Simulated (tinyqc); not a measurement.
Liquidus of a compound AB in a simple-solution melt, liquid-phase epitaxy and vapour pressures: one step, computed by the program tinyqc.

x is the atom fraction of B in the melt. The melt is a simple solution: R T ln gamma_B = W (1 - x)^2, R T ln gamma_A = W x^2, W = a + b T. The solid AB is stoichiometric.

Problem. Layer thickness. Semi-infinite melt (Hsieh): step d = 2 dT sqrt(D t/pi)/(C_S m); ramp d = (4/3) c sqrt(D/pi) t^(3/2)/(C_S m); supercooling is their sum. A melt of depth w can give at most w (undercooling)/(C_S m).

Inputs (values chosen for the exercise, modelled on GaSb for the melt):
```
quantity                     value    unit
saturation temperature T       620       K
step dT                        8.3       K
cooling rate c                0.85   K/min
growth time t                  3.1     min
diffusivity in the melt D  8.5e-05  cm^2/s
melt depth w                   4.4      mm
```

Growth programme: supercooling (step, then ramp).

C_S = 1.765733e+22 1/cm^3

slope m = 5.441793e-19 K cm^3

Give: thickness d; largest thickness from this melt; sqrt(D t)/w.

Solution.

thickness d = 1.4849 micrometre

largest thickness from this melt = 5.0073 micrometre

sqrt(D t)/w = 0.28577

The layer uses 30 % of what the melt could give. Caution: over so large an undercooling the liquidus slope is not constant.
